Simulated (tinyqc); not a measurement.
Franz-Keldysh effect at a direct gap: sweeps and comparisons. A value that a table varies takes the place of the one given here.

Parabolic bands, vertical transitions, no excitons. For each hole band j: mr = me mj/(me + mj); joint density of states J_j(E) = (mr/c)^(3/2) sqrt(E - Eg)/(2 pi^2), both spins, c = hbar^2/2m0; averaged matrix element |e.p|^2 = m0 Ep/6; alpha_j(E) = 4 pi^2 alpha_f c Ep J_j/(3 nr E) in 1/angstrom (alpha_f the fine-structure constant, listed as alpha among the constants), times 1e8 for 1/cm.

In a field Fd (1 kV/cm = 1e-5 V/angstrom) the electro-optic energy of band j is th = (c (e Fd)^2/mr)^(1/3), and sqrt(E - Eg) in J_j is replaced by pi sqrt(th) [Ai'(b)^2 - b Ai(b)^2] with b = (Eg - E)/th; Ai is the Airy function.

Constants: hbar^2/2m0 = 3.80998211 eV angstrom^2; fine-structure constant alpha = 0.007297352564.

Inputs chosen for the exercise (near those of GaAs; shifted at random, so the results belong to these values and not to a real crystal): Eg = 1.395 eV (direct gap); me = 0.0646 m0 (electron mass); mhh = 0.499 m0 (heavy-hole mass); mlh = 0.0854 m0 (light-hole mass); Ep = 25.3 eV (Kane energy); nr = 3.54 (refractive index); Fd = 80 kV/cm (uniform field); det = 40 meV (detuning below the gap).

## Spectrum around the gap

Absorption (1/cm):
```
E - Eg (eV)  alpha(0)  alpha(F)  change
-0.0873             0     2.158       2
-0.0699             0     9.433       9
-0.0524             0     37.51      38
-0.0349             0     132.4     132
-0.0175             0     405.3     405
0.0000              0      1068    1068
0.0175           3459      2357   -1102
0.0349           4825      4244    -581
0.0524           5840      6167     326
0.0699           6665      7236     571
0.0873           7361      7381      20
0.1048           7971      7667    -304
0.1397           8994      9139     145
0.1747           9833      9859      26
```

At the gap alpha(F) = 1068 1/cm; 69.9 meV below it 9.43 1/cm remain, the tail falling as exp(-(4/3) b^(3/2)). Among the energies listed the largest rise is 1068 1/cm at E - Eg = 0.0 meV and the largest fall -1102 1/cm at 17.5 meV. It changes sign between 0.0 and 17.5 meV, between 34.9 and 52.4 meV, between 87.3 and 104.8 meV and between 104.8 and 139.7 meV; th is 34.9 meV for heavy holes and 40.5 meV for light holes.

## Tail absorption against field

At E = Eg - det; the field takes the values listed. The last column is the length for 10 dB of loss.

Results:
```
Fd (kV/cm)  th heavy (meV)  b heavy  alpha (1/cm)  length (micrometre)
10                    8.73    4.580      0.000856             2.69e+07
20                   13.86    2.885         0.389             5.93e+04
40                   22.01    1.818          12.3             1.86e+03
60                   28.84    1.387          45.5                  506
100                  40.54    0.987           147                  156
150                  53.12    0.753           292                 78.9
250                  74.67    0.536           559                 41.2
400                 102.15    0.392           885                 26.0
```

alpha grows by 4.7 decades from 10 to 60 kV/cm and by a factor 1.58 over the last step, where the field grows by 1.6: the exponent (4/3) b^(3/2) goes as 1/Fd, so the gain is steep only while b > 1 (deep in the tail the light-hole pair, with its smaller b, carries most of it), that is up to 60 kV/cm of those listed. Values below about 10 1/cm lie under the Urbach and exciton tails of a real crystal, left out here.

## What moves the tail

At E = Eg - det. Each row changes one parameter from the base and keeps the others.

Results:
```
case            th heavy (meV)  alpha (1/cm)
base                    34.934         92.91
Fd = 104 kV/cm          41.611         158.8
det = 50 meV            34.934         44.92
me = 0.0743 m0          33.532         96.19
mlh = 0.111 m0          34.934         94.99
Ep = 27.8 eV            34.934         102.1
nr = 3.72               34.934         88.41
```

The largest shifts from the base row, up to three for each result and ties (the steps differ in size, so this ranks the rows, not the parameters). th heavy (meV): Fd +6.677, me -1.401; unchanged at the printed digits by det, mlh, Ep and nr. alpha (1/cm): Fd +65.9, det -48.0, Ep +9.18.

Program tinyqc; command `OMP_NUM_THREADS=1 python tinyqc.py 1652386 1652387 out.jsonl`; about 0.01 s on one thread of a shared Intel(R) Xeon(R) Processor @ 2.30GHz.
